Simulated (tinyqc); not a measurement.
KAI against NLS in time: switching kinetics of a ferroelectric film and the memory window of a ferroelectric gate stack. Computed by tinyqc, a small Python program. Command: `OMP_NUM_THREADS=1 python tinyqc.py 3024791 3024792 out.jsonl feswitch walk`. One thread of a shared host (Intel(R) Xeon(R) Processor @ 2.30GHz), about 0.01 s of CPU time with the checks.

Fields in MV/cm; 1 microcoulomb/cm^2 over eps_0 is 11.29409 MV/cm. In the stack (metal, ferroelectric, interlayer, channel) the channel is taken as a conductor.

Inputs (values chosen for the exercise, for a model film): dimension n = 2; half width w of log10 t = 0.42.

Method. KAI: 1 - exp[-(t/t1)^n]. NLS: the same kernel averaged over the Lorentzian F = (1/pi) w/[(z - log10 t1)^2 + w^2] in z = log10 tau.

Switched share:
```
log10(t/t1)     KAI      NLS
-3.0         0.0000  0.04668
-2.0         0.0001  0.07211
-1.0         0.0100  0.15700
-0.5         0.0952  0.29590
-0.2         0.3284  0.44666
0.0          0.6321  0.56627
0.2          0.9189  0.67757
0.5          1.0000  0.79391
1.0          1.0000  0.88120
2.0          1.0000  0.93698
3.0          1.0000  0.95717
```

What does the comparison show, and why?

KAI goes from 10 to 90 % within 0.67 decades of time; a Lorentzian of this width needs about 2 w tan(0.4 pi) = 2.6 decades. Three decades after t1, 4.3 % of the NLS film has not switched, and three decades before it 4.7 % already has: the tails set write margins and disturb errors.
